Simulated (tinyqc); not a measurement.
From results back to parameters: effective work function and flat-band voltage of a metal/high-k/SiO2/Si stack with a dipole layer. Three cases, with inputs chosen for the exercise.

Problem. Three stacks with (t1, t2) = (8, 20), (30, 20) and (8, 60) angstrom have the flat-band voltages below. VFB = W0 - (chi + dEF) - 4 pi e2 [Q1 EOT + Q2 x2]/3.9 with x2 = t2 3.9/eps2, EOT = t1 + x2, e2 = e^2/4 pi eps0, 1 cm^-2 = 1e-16 angstrom^-2; W0 is the work function with the dipole step.

Constants: e^2/(4 pi eps0) = 14.39964547 eV angstrom.

Case 1.

Values chosen (out of a larger set: a stack on Si capped with a lanthanum-like oxide; not measured data): chi = 4.056 eV (electron affinity of the channel); dEF = 0.516 eV (Ec - EF in the channel); eps = (3.9, 22.4) (their dielectric constants).

VFB (V): -0.3811695  -0.4015845  -0.3789076

Case 2.

Values chosen (out of a larger set: a stack on Si capped with a lanthanum-like oxide; not measured data): chi = 4.051 eV (electron affinity of the channel); dEF = 0.35 eV (Ec - EF in the channel); eps = (3.9, 18.9) (their dielectric constants).

VFB (V): 0.0218074  0.0305859  0.0787161

Case 3.

Values chosen (out of a larger set: a stack on Si capped with a titanium-like oxide; not measured data): chi = 4.059 eV (electron affinity of the channel); dEF = 0.791 eV (Ec - EF in the channel); eps = (3.9, 22.3) (their dielectric constants).

VFB (V): -0.0926485  -0.1025498  -0.0915774

Find: Q1; Q2; W0.

Solution. The first two stacks differ in t1 alone and give Q1; the first and third give Q1 + Q2; W0 follows from any of them.

Case 1.

Q1 = 2.0e+11 e/cm^2
Q2 = -2.7e+11 e/cm^2
W0 = 4.197 eV

Case 2.

Q1 = -8.6e+10 e/cm^2
Q2 = -1.4e+12 e/cm^2
W0 = 4.391 eV

Case 3.

Q1 = 9.7e+10 e/cm^2
Q2 = -1.3e+11 e/cm^2
W0 = 4.760 eV

Computed by tinyqc, one run a case: `OMP_NUM_THREADS=1 python tinyqc.py N N+1 out.jsonl` with N = 1880545, 1880560, 1880564; one thread of a shared Intel(R) Xeon(R) Processor @ 2.30GHz, about 0.01 s a run at most.
